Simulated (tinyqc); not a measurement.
Estimate of lattice thermal conductivity from elastic moduli (Slack, Klemens and Cahill formulas): one step, computed by the program tinyqc. Command: `OMP_NUM_THREADS=1 python tinyqc.py 3004825 3004826 out.jsonl slack walk`. One thread of a shared host (Intel(R) Xeon(R) Processor @ 2.30GHz), about 0.01 s of CPU time with the checks.

An isotropic solid.

Problem. Velocities, Poisson ratio and Debye temperature. rho = M/V; vL = sqrt((B + 4G/3)/rho), vT = sqrt(G/rho); v_m = [(vL^-3 + 2 vT^-3)/3]^(-1/3); Poisson ratio sigma = (3B - 2G)/(6B + 2G); Theta = hbar v_m (6 pi^2/V)^(1/3)/k_B.

Inputs (values chosen for the exercise, for a model crystal):

| quantity | value | unit |
|---|---|---|
| bulk modulus B | 264 | GPa |
| shear modulus G | 214 | GPa |
| volume per atom V | 21.4 | angstrom^3 |
| mean atomic mass M | 118 | u |

Grueneisen parameter: from thermal expansion.

Constants: u = 1.6605390666e-27 kg; hbar = 1.054571817e-34 J s; k_B = 1.380649e-23 J/K.

Give: density rho; vL; vT; v_m; Poisson ratio sigma; Debye temperature Theta.

Solution.

density rho = 9156 kg/m^3

vL = 7746 m/s

vT = 4834 m/s

v_m = 5326 m/s

Poisson ratio sigma = 0.1809

Debye temperature Theta = 571.2 K
